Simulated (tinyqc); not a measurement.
A log to judge: elastic strain and critical thickness of a cubic alloy layer A(1-x)B(x) on a thick substrate. Computed by tinyqc. Command: `OMP_NUM_THREADS=1 python tinyqc.py 3029416 3029417 out.jsonl misfit walk`. One thread of a shared host (Intel(R) Xeon(R) Processor @ 2.30GHz), about 0.01 s of CPU time with the checks.

Strain is positive in tension. The layer is coherent with the substrate unless said otherwise.

Inputs (values chosen for the exercise, for a model alloy):
```
quantity                        value      unit
fraction x of B                  0.66         -
lattice constant a_A            5.431  angstrom
lattice constant a_B            5.658  angstrom
substrate lattice constant a_S  5.428  angstrom
start of the iteration h0/b       0.2         -
```

Growth plane: (111). Layer: buried under a thick cap. Misfit dislocation: 60-degree.

C11, C12, C44 of A (GPa): 166  67.73  80.3

C11, C12, C44 of B (GPa): 142.4  51.03  63.82

Method:
- a = (1 - x) a_A + x a_B, the same rule for each C_ij; misfit f = (a_S - a)/a, the in-plane strain of the coherent layer.
- Voigt averages: G = (C11 - C12 + 3 C44)/5, B = (C11 + 2 C12)/3, nu = (3 B - 2 G)/(2 (3 B + G)); b = a/sqrt(2). The 60-degree dislocation has cos alpha = 1/2, and cos lambda = sqrt(3)/6 on (111), for glide on an inclined {111} plane.
- Matthews-Blakeslee: h_c = A [ln(h_c/b) + 1], A = b (1 - nu cos^2 alpha)/(4 pi |f| (1 + nu) cos lambda), the factor 4 pi being that of a buried layer, with a dislocation at both interfaces.
- Start at h0, put the right side back in, and stop when the change is below 1e-9 h or h turns negative.

Iteration:
```
step  h in (nm)  h out (nm)  change (nm)
1     0.0789247    -1.87416     -1.95308
```

Can the last value be used, and what does the course show?

No. The start lies below the lower, unphysical root of the equation, so h falls and turns negative, where the logarithm fails. Reruns converge with start of the iteration h0/b = 20.0; or with start of the iteration h0/b = 1.0.
